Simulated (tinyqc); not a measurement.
Born-von Karman spring model of a cubic crystal with one atom per cell: one step, computed by the program tinyqc. Command: `OMP_NUM_THREADS=1 python tinyqc.py 3026852 3026853 out.jsonl springs walk`. One thread of a shared host (Intel(R) Xeon(R) Processor @ 2.30GHz), about 0.1 s of CPU time with the checks.

First neighbours lie at a/2 (1,1,1) (8 of them), second at a (1,0,0) (6), with all permutations and signs; the volume per atom is Omega = a^3/2. Two shells of springs match a real metal only roughly, above all at the zone boundary.

Problem. Debye temperature from the elastic constants. Christoffel matrix G_xx = C11 n_x^2 + C44 (1 - n_x^2), G_xy = (C12 + C44) n_x n_y, with eigenvalues rho v^2; v_m^-3 is the mean of v^-3 over three branches and all directions (12 Gauss-Legendre points in cos(theta) times 24 angles phi = (j + 1/2) pi/12); q_D = (6 pi^2/Omega)^(1/3); Theta = hbar v_m q_D/k_B.

Inputs (values chosen for the exercise, modelled on molybdenum): lattice constant a = 3.147 angstrom.

Lattice: bcc.

C12 = 156.6708 GPa

C44 = 105.9633 GPa

C11 = 474.5606 GPa

density rho = 10224.31 kg/m^3

Constants: hbar = 1.054571817e-34 J s; k_B = 1.380649e-23 J/K.

Give: mean velocity v_m; Debye wave number q_D; elastic Debye temperature.

Solution.

mean velocity v_m = 3885 m/s

Debye wave number q_D = 1.560 1/angstrom

elastic Debye temperature = 463.1 K
